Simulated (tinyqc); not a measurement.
# Cell size and critical density at another thickness

Problem. In the cell model of oxide breakdown (cubic cells of edge a, defect density growing as t^al) the Weibull slope is beta = al tox/a, and for small l the critical density is N_bd = a^(-3) (A/a^2)^(-a/tox). Find a from the slope, and then the area A and the slope at 4.5 nm.

Parameters, values chosen for the exercise:
- al = 0.67 (exponent of defect growth)

Weibull slope at a thickness of 1.8 nm = 1.34
N_bd there, small-l form = 1.4755909e16 cm^-3

Answer. a = al tox/beta, and A = a^2 (a^3 N_bd)^(-tox/a).

a = 0.9000 nm
A = 7000 um^2
slope = 3.350

Program tinyqc, `OMP_NUM_THREADS=1 python tinyqc.py 2070068 2070069 out.jsonl`; Intel Xeon 2.30GHz, shared host, one thread, about 0.01 s.
